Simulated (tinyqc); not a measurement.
## Van der Pauw, Hall and four-point-probe measurements on a doped layer: correction factor against the shape of the sample

A uniform p-type layer with sheet resistance Rs = 1/(q ns mu), point contacts, low field (mu B small).

Rs = 1/(q ns mu). For a rectangle with contacts at the corners, RA = (8 Rs/pi) sum_(k>=0) ln coth((2k + 1) pi a/(2 b)) with current along a short side b and voltage along the opposite one, RB the same with a and b exchanged. ar = a/b. F = Rs/[(pi/ln 2)(RA + RB)/2]; small-asymmetry estimate 1 - (ln 2/2) d^2 - ((ln 2)^2/4 - (ln 2)^3/12) d^4 with d = (RB - RA)/(RB + RA).

Values chosen for this exercise: sheet density of the layer ns = 6.2e11 cm^-2; drift mobility mu = 180 cm^2/(V s).

Constants: q = 1.602176634e-19 C. Results are converted to the units shown.

Results:
```
ar    RA (ohm)  RB (ohm)  RB/RA       F  estimate of F
1      1.234e4   1.234e4  1.000   1.000          1.000
1.46      2902   3.372e4  11.62  0.6738         0.7082
1.69      1409   4.586e4  32.55  0.5221         0.6213
1.91     705.7   5.781e4  81.92  0.4217         0.5862
2.14     342.6   7.050e4  205.8  0.3484         0.5713
2.37     166.4   8.327e4  500.6  0.2958         0.5653
2.6      80.76   9.609e4   1190  0.2566         0.5628
```

Estimate the missing row, ar = 1.23.

Computed row:
```
ar    RA (ohm)  RB (ohm)  RB/RA       F  estimate of F
1.23      5980   2.233e4  3.734  0.8718         0.8741
```

With this row back in the table: RB/RA rises from 1.00 to 1190 and F falls from 1.00 to 0.257. The estimate is 5.1 % above F at a/b = 1.46 and 2.19 times it in the last row. RA shrinks about as exp(-pi a/b): by a factor of 2.06 between the last two rows, against 2.06.

Computed by the program tinyqc: `OMP_NUM_THREADS=1 python tinyqc.py 2850193 2850194 out.jsonl`, one thread of a shared Intel Xeon 2.30GHz, about 0.01 s for the whole run.
